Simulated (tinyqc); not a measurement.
Inside a calculation. Method: tight binding, dimerised chain. One step of it, computed by the program tinyqc.

Question. Bloch Hamiltonian at X. H_AA = +delta, H_BB = -delta, H_AB = -t1 - t2 exp(-i k a).

Parameters chosen for this model:
```
parameter,value,unit
t1,1.730000,"eV, inside the cell"
t2,0.880000,"eV, between cells"
delta,0,"eV, +/- on the two sites"
```

k point X (2 pi / a): 0.500000

Give: H(k) at X.

Answer.

H(k) at X (eV):
```
,A,B
A,0.000,-0.850
B,-0.850,0.000
```
